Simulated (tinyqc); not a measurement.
Trench capacitor in an array: capacitance, non-linearity, leakage and relaxation: charge lost after writing.

A film between two metal electrodes, each interface adding a series capacitance ci. The small-signal permittivity is ek (1 + aq E^2); the field is found with the linear permittivity. Leakage J = J0 sinh(E/Ef). After a voltage step the film passes a relaxation current kr C V tt^(-nr), tt being the time in seconds. The sidewall is a coaxial capacitor with radii a = dm/2 - t and b = dm/2, depth AR dm; the end face is left out.

Planar film: Cf = eps0 ek/t, 1/C = 1/Cf + 2/ci, EOT = 3.9 eps0/C, effective permittivity C t/eps0, E = (V/t) C/Cf. A capacitor written for t0 and then left open loses, as a share of C V, kr (tt^(1 - nr) - t0^(1 - nr))/(1 - nr) by relaxation and J tt/(C V) by leakage; both are taken as small, and rows far outside that range are left out.

Values chosen for this exercise; permittivity of the order of that of strontium titanate:
- ek = 153 (relative permittivity of the film)
- t = 9.6 nm (film thickness)
- ci = 1000 uF/cm^2 (capacitance of each electrode interface (dead layer and screening))
- aq = -0.03 cm^2/MV^2 (quadratic field coefficient of the permittivity)
- V = 0.8 V (bias)
- nr = 0.98 (exponent of the relaxation current)
- kr = 0.00018 (strength of the relaxation)
- J0 = 1.9e-11 A/cm^2 (leakage prefactor)
- Ef = 0.49 MV/cm (field for an e-fold rise of the leakage)
- t0 = 2e-8 s (duration of the write pulse)

Constants: eps0 = 8.8541878128e-14 F/cm where lengths are in cm. Results are converted to the units shown.

The same in every row: leakage current (nA/cm^2) = 0.04785.

Results:

| tt (s) | relaxation current (nA/cm^2) | loss by relaxation (%) | loss by leakage (%) | total loss (%) |
|---|---|---|---|---|
| 1e-6 | 1.499e6 | 0.05138 | 4.358e-10 | 0.05138 |
| 1e-5 | 1.570e5 | 0.08356 | 4.358e-9 | 0.08356 |
| 0.0001 | 1.644e4 | 0.1172 | 4.358e-8 | 0.1172 |
| 0.001 | 1721 | 0.1525 | 4.358e-7 | 0.1525 |
| 0.1 | 18.87 | 0.2282 | 4.358e-5 | 0.2282 |
| 1 | 1.976 | 0.2687 | 4.358e-4 | 0.2691 |
| 10 | 0.2069 | 0.3111 | 0.004358 | 0.3154 |
| 100 | 0.02167 | 0.3555 | 0.04358 | 0.3991 |
| 1000 | 0.002269 | 0.4020 | 0.4358 | 0.8378 |

Estimate the missing row, tt = 0.01 s.

Computed row:

| tt (s) | relaxation current (nA/cm^2) | loss by relaxation (%) | loss by leakage (%) | total loss (%) |
|---|---|---|---|---|
| 0.01 | 180.2 | 0.1895 | 4.358e-6 | 0.1895 |

With this row back in the table: The two currents are equal at tt = 44.6 s. The loss by relaxation grows from 0.0514 to 0.402 %, by 0.0322 points over the first decade and 0.0465 over the last, while the loss by leakage grows tenfold a decade. Leakage is the larger loss for tt = 1000 s.

tinyqc, about 0.01 s, one thread, Intel Xeon 2.30GHz (shared host): `OMP_NUM_THREADS=1 python tinyqc.py 2102198 2102199 out.jsonl`
